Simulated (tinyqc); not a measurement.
Changing the aspect ratio a: atomic layer deposition: Langmuir saturation, growth per cycle and coating of deep features. Computed by tinyqc, a small Python program. Command: `OMP_NUM_THREADS=1 python tinyqc.py 3002470 3002471 out.jsonl ald sweep`. One thread of a shared host (Intel(R) Xeon(R) Processor @ 2.30GHz), about 0.01 s of CPU time with the checks.

Precursor A sticks only on free sites, so a long enough pulse saturates; co-reactant B then frees the sites again.

Inputs (values chosen for the exercise, modelled on zinc oxide from diethylzinc and water): precursor mass M = 124 u; site density q = 7.5 1/nm^2; sticking probability beta on free sites = 0.00091; precursor pressure p = 16 Pa; temperature T = 175 C; pulse time t = 0.022 s; desorption energy E_d = 1.42 eV.

Feature: long trench.

Constants: u = 1.6605390666e-27 kg; k_B = 1.380649e-23 J/K; k_B = 8.617333262e-05 eV/K.

Method:
- Wall flux F = p/sqrt(2 pi M k_B T); rate of filling k_a = beta F/q; desorption k_d = 1e13 exp(-E_d/(k_B T)) per second. 1/m^2 = 1e-18/nm^2.
- Temperatures in kelvin are T(C) + 273.15.
- Diffusion-limited filling (Gordon) of a long trench of width w, hydraulic diameter 2w, so that a is replaced by a/2 in the hole formula: t = (q/F)(1 + 19a/8 + 3a^2/8). Reaction-limited filling needs ln(100)/k_a at any depth, k_a = beta F/q. Flow is molecular. The front picture holds when the modulus (a/2) sqrt(beta) is well above 1.
- Depth reached by the given pulse: solve the same formula for a. Exposure = p x diffusion-limited time; 1 langmuir = 1.33322e-4 Pa s.

One run for each value:
```
aspect ratio a  diffusion-limited time (s)  exposure (langmuir)     modulus
1                               1.5727e-04           1.8874e+01  1.5083e-02
2.2                             3.3719e-04           4.0466e+01  3.3183e-02
4.7                             8.5750e-04           1.0291e+02  7.0891e-02
10                              2.6107e-03           3.1331e+02  1.5083e-01
22                              9.8452e-03           1.1815e+03  3.3183e-01
49                              4.2684e-02           5.1225e+03  7.3907e-01
110                             2.0130e-01           2.4158e+04  1.6591e+00
230                             8.5492e-01           1.0260e+05  3.4691e+00
500                             3.9816e+00           4.7784e+05  7.5416e+00
```

Describe and explain the trends.

Over the rows, diffusion-limited time (s) rises from 1.57e-4 to 3.98 (exponent d ln y / d ln x 0.97 between the first rows and 2.0 between the last); exposure (langmuir) rises from 18.9 to 478000 (exponent d ln y / d ln x 0.97 between the first rows and 2.0 between the last); modulus rises from 0.0151 to 7.54 (exponent d ln y / d ln x about 1.0 throughout). At the high end the exponent of diffusion-limited time is 1.98, close to 2: diffusion into a deep feature. The wall area to coat grows as a and the conductance to the front falls as 1/a, hence a^2 for deep features.

Caution (rows 1.00, 2.20, 4.70, 10.0, 22.0, 49.0, 110): the modulus is not well above 1 or the Gordon time is under three times ln(100)/k_a, so there is no sharp front: the Gordon time is only a lower bound and the reaction time must be met as well. Caution (rows 49.0, 110, 230, 500): for a long trench the a/2 rule ignores the ln(a)/a transmission of a slit, so times at large a are too long.
